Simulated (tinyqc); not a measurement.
Ballistic Schottky-barrier transistor with a two-dimensional channel, WKB contacts: one step of the calculation.

Source Fermi level 0, drain Fermi level -Vd. Far from the contacts Ec = pn - psi, and the gate moves psi one to one; the band edges relax as exp(-x/lam) from pn at the source and pn - Vd at the drain; Ev = Ec - Eg. A carrier of energy w inside the channel band meets at a contact a barrier of height D (the contact edge beyond the channel edge): T = 1 for w >= D, else exp(-S), S = 4 lam sqrt(m/C) [sqrt(D - w) - sqrt(w) arctan sqrt((D - w)/w)], C = hbar^2/(2 m0). The two contacts combine as Ts Td/(Ts + Td - Ts Td).

Task. Transmission of one of the electrons. S and T at both contacts for w = w0, and the tunnelling distance lam ln(D/w) at the higher barrier.

Values chosen for this exercise; channel values close to those of a molybdenum disulphide layer:
- mn = 0.47 m0 (electron mass)
- lam = 1.9 nm (screening length at the contacts)
- w0 = 0.089 eV (energy of one carrier inside the channel band)

Constants: q = 1.602176634e-19 C, hbar = 1.054571817e-34 J s, m0 = 9.1093837015e-31 kg, hbar^2/(2 m0) = 0.0380998212 eV nm^2. Results are converted to the units shown.

D for electrons (eV): source 0.29000000, drain -0.21000000

Find: S at the source; S at the drain; combined T; tunnelling distance.

Result.

S at the source = 4.134
S at the drain = 0
combined T = 0.01602
tunnelling distance = 2.244 nm

Range of the model: No scattering, image-force lowering, channel charge or band-to-band tunnelling; parabolic kappa overstates S deep in the gap.

Program tinyqc, `OMP_NUM_THREADS=1 python tinyqc.py 2390125 2390126 out.jsonl`; Intel Xeon 2.30GHz, shared host, one thread, about 0.2 s.
